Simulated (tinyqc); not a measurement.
Worked calculation: plane-wave Kohn-Sham cycle with exchange-only LDA in a layered model solid. One step of it, computed by the program tinyqc.

Task: Iteration 1: levels at that k. Diagonalise the Hermitian matrix.

H (hartree), order -2, -1, +0, +1, +2:
$$\begin{pmatrix}
1.005161 & -0.310000 & 0.005000 & 0.000000 & 0.000000 \\
-0.310000 & 0.079886 & -0.310000 & 0.005000 & 0.000000 \\
0.005000 & -0.310000 & -0.228539 & -0.310000 & 0.005000 \\
0.000000 & 0.005000 & -0.310000 & 0.079886 & -0.310000 \\
0.000000 & 0.000000 & 0.005000 & -0.310000 & 1.005161
\end{pmatrix}$$

Give: eigenvalues.

Result:

eigenvalues (hartree): [-0.5574, -0.0190, 0.3038, 1.0990, 1.1151]
